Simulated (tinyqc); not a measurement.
Relaxation at fixed composition: composition and strain of an epitaxial Si(1-x)Ge(x) layer from Raman and X-ray peaks. Computed by tinyqc, a small Python program. Command: `OMP_NUM_THREADS=1 python tinyqc.py 3008077 3008078 out.jsonl epiraman walk`. One thread of a shared host (Intel(R) Xeon(R) Processor @ 2.30GHz), about 0.01 s of CPU time with the checks.

A (001) layer, biaxially strained in the plane. The Raman peaks follow empirical lines omega = w0 + c1 x + c3 x^3 + b eps (c3 for Si-Ge alone), with eps the in-plane strain.

Inputs (values chosen for the exercise, modelled on silicon-germanium):
```
quantity                        value      unit
Ge fraction x                    0.89         -
Ge fraction y of the buffer      0.62         -
lattice constant of Si          5.431  angstrom
lattice constant of Ge          5.658  angstrom
bowing B                        0.025  angstrom
2 C12/C11 of Si                 0.779         -
2 C12/C11 of Ge                 0.749         -
Si-Si: w0                       520.4      1/cm
Si-Si: c1                       -68.5      1/cm
Si-Si: strain coefficient b      -729      1/cm
Ge-Ge: w0                         280      1/cm
Ge-Ge: c1                        19.9      1/cm
Ge-Ge: strain coefficient b      -458      1/cm
X-ray wavelength             1.540598  angstrom
```

Substrate: relaxed alloy buffer.

Method:
- Relaxed lattice constant a(x) = a_Si + (a_Ge - a_Si) x - B x (1 - x).
- In-plane constant a_par = a_sub + R (a(x) - a_sub); eps = a_par/a(x) - 1; eps_perp = -(2 C12/C11) eps with 2 C12/C11 linear in x; a_perp = a(x) (1 + eps_perp). The buffer has a_sub = a(y).
- (004) Bragg angle theta = arcsin(2 lambda/a), with a = a_perp for the layer and a_sub for the substrate; separation = layer less substrate. The apparent x is the one that a fully strained layer (R = 0) would need to give the same a_perp.

Signatures; columns: (1) R; (2) eps (per mille); (3) Si-Si (1/cm); (4) Ge-Ge (1/cm); (5) a_perp (angstrom); (6) (004) separation (arcsec); (7) apparent x if R = 0 is assumed:
```
(1)       (2)     (3)     (4)     (5)      (6)      (7)
0.00  -11.497  467.82  302.98  5.6793  -2726.6  0.89000
0.15   -9.772  466.56  302.19  5.6720  -2555.0  0.87299
0.30   -8.048  465.30  301.40  5.6647  -2382.9  0.85593
0.50   -5.748  463.63  300.34  5.6549  -2152.5  0.83310
0.70   -3.449  461.95  299.29  5.6452  -1921.2  0.81018
0.85   -1.724  460.69  298.50  5.6379  -1747.0  0.79294
1.00    0.000  459.44  297.71  5.6306  -1572.4  0.77564
```

What does the comparison show, and why?

Full relaxation moves the Si-Si peak by -8.38 per cm and shrinks the X-ray separation to 58 % of its strained value, about 1/(1 + 2 C12/C11). A symmetric reflection alone cannot part x from R: a relaxed layer read as strained gives x = 0.776 in place of 0.89. An asymmetric reflection or a second peak is needed.

Extremes, crossings and ranges named in words are read from the listed rows.
